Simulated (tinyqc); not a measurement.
# Trench capacitor in an array: capacitance, non-linearity, leakage and relaxation: effects of single changes

A film between two metal electrodes, each interface adding a series capacitance ci. The small-signal permittivity is ek (1 + aq E^2); the field is found with the linear permittivity. Leakage J = J0 sinh(E/Ef). After a voltage step the film passes a relaxation current kr C V tt^(-nr), tt being the time in seconds. The sidewall is a coaxial capacitor with radii a = dm/2 - t and b = dm/2, depth AR dm; the end face is left out.

Parameters, values chosen for the exercise; permittivity of the order of that of silicon nitride: relative permittivity of the film ek = 7.89; film thickness t = 16 nm; capacitance of each electrode interface (dead layer and screening) ci = 49 uF/cm^2; quadratic field coefficient of the permittivity aq = 0.0032 cm^2/MV^2; bias V = 0.7 V; exponent of the relaxation current nr = 0.947; strength of the relaxation kr = 0.00077; leakage prefactor J0 = 5.6e-11 A/cm^2; field for an e-fold rise of the leakage Ef = 0.17 MV/cm; diameter of the hole dm = 170 nm; aspect ratio, depth over diameter AR = 50; pitch of the square array pt = 270 nm; resistivity of the inner electrode rho = 230 uohm cm; duration of the write pulse t0 = 1e-7 s.

Constants: eps0 = 8.8541878128e-14 F/cm where lengths are in cm. Results are converted to the units shown.

Each table varies one quantity; the others keep the values above.

## Capacitance, non-linearity and leakage against thickness

Planar film: Cf = eps0 ek/t, 1/C = 1/Cf + 2/ci, EOT = 3.9 eps0/C, effective permittivity C t/eps0, E = (V/t) C/Cf; quadratic coefficient [C(V)/C - 1]/V^2 with Cf (1 + aq E^2) in C(V).

Capacitance, non-linearity and leakage against thickness:
```
t (nm)	C (uF/cm^2)	EOT (nm)	effective permittivity	E (MV/cm)	quadratic coefficient (ppm/V^2)	J (A/cm^2)
2.5	2.508	1.377	7.082	2.513	3.695e4	7.378e-5
3.7	1.753	1.970	7.325	1.757	1.869e4	8.600e-7
5.5	1.208	2.860	7.501	1.210	9088	3.454e-8
8.2	0.8233	4.194	7.625	0.8250	4295	3.586e-9
12	0.5687	6.073	7.707	0.5698	2071	7.985e-10
18	0.3821	9.038	7.767	0.3828	942.2	2.632e-10
27	0.2560	13.49	7.808	0.2565	425.3	1.204e-10
40	0.1734	19.91	7.834	0.1738	195.8	6.774e-11
60	0.1159	29.80	7.853	0.1161	87.63	4.129e-11
```

What does the comparison show?

C falls from 2.51 to 0.116 uF/cm^2 while the effective permittivity goes from 7.08 to 7.85 (ek = 7.89). EOT is a straight line in t with slope 3.9/ek = 0.494 and intercept 0.141 nm. The quadratic coefficient goes as t^(-1.74) between the first two rows and t^(-1.98) between the last two (-2 without interfaces), and J falls by 6.25 decades. For t = 2.5, 3.7 direct tunnelling, left out, would add to the leakage.

## Cell against the film thickness

Per length 1/c = ln(b/a)/(2 pi eps0 ek) + (1/a + 1/b)/(2 pi ci); cell capacitance c AR dm; per footprint over pt^2; fields c V/(2 pi eps0 ek r) at r = a and b; resistance of the inner electrode rho AR dm/(pi a^2); time constant R C/3 of the distributed line.

Cell against the film thickness:
```
t (nm)	cell capacitance (fF)	per footprint (uF/cm^2)	field at a (MV/cm)	field at b (MV/cm)	R (kohm)	R C/3 (ps)
5.3	54.99	75.43	1.295	1.214	0.9797	17.96
7.2	40.55	55.62	0.9778	0.8949	1.028	13.90
9.7	29.91	41.03	0.7452	0.6602	1.098	10.94
13	21.99	30.17	0.5731	0.4854	1.200	8.800
18	15.43	21.17	0.4321	0.3406	1.386	7.131
24	11.11	15.24	0.3417	0.2452	1.672	6.194
32	7.826	10.74	0.2770	0.1727	2.215	5.779
```

What does the table show?

As t goes from 5.3 to 32, the cell capacitance falls from 55.0 to 7.83 fF, the capacitance per footprint falls from 75.4 to 10.7 uF/cm^2, the ratio of the two fields rises from 1.07 to 1.60 and R C/3 falls from 18.0 to 5.78 ps; the time constant goes as t^(-0.84) between the first two rows and t^(-0.24) between the last two.

## Charge lost after writing

Planar film: Cf = eps0 ek/t, 1/C = 1/Cf + 2/ci, EOT = 3.9 eps0/C, effective permittivity C t/eps0, E = (V/t) C/Cf. A capacitor written for t0 and then left open loses, as a share of C V, kr (tt^(1 - nr) - t0^(1 - nr))/(1 - nr) by relaxation and J tt/(C V) by leakage; both are taken as small, and rows far outside that range are left out.

The same in every row: leakage current (nA/cm^2) = 0.3487.

Charge lost after writing:
```
tt (s)	relaxation current (nA/cm^2)	loss by relaxation (%)	loss by leakage (%)	total loss (%)
1e-6	1.112e5	0.08026	1.161e-7	0.08026
1e-5	1.256e4	0.1709	1.161e-6	0.1709
0.0001	1419	0.2734	1.161e-5	0.2734
0.001	160.3	0.3891	1.161e-4	0.3892
0.01	18.11	0.5199	0.001161	0.5210
0.1	2.047	0.6676	0.01161	0.6792
1	0.2312	0.8345	0.1161	0.9506
10	0.02612	1.023	1.161	2.184
100	0.002951	1.236	11.61	12.85
```

What does the comparison show?

The two currents are equal at tt = 0.648 s. The loss by relaxation grows from 0.0803 to 1.24 %, by 0.0907 points over the first decade and 0.213 over the last, while the loss by leakage grows tenfold a decade. Leakage is the larger loss for tt = 10, 100 s. For tt = 100 the falling voltage would already cut the leakage, so the linear estimate overstates the loss.

Numbers from tinyqc (`OMP_NUM_THREADS=1 python tinyqc.py 2102203 2102204 out.jsonl`; about 0.01 s on one thread of a shared Intel Xeon 2.30GHz).
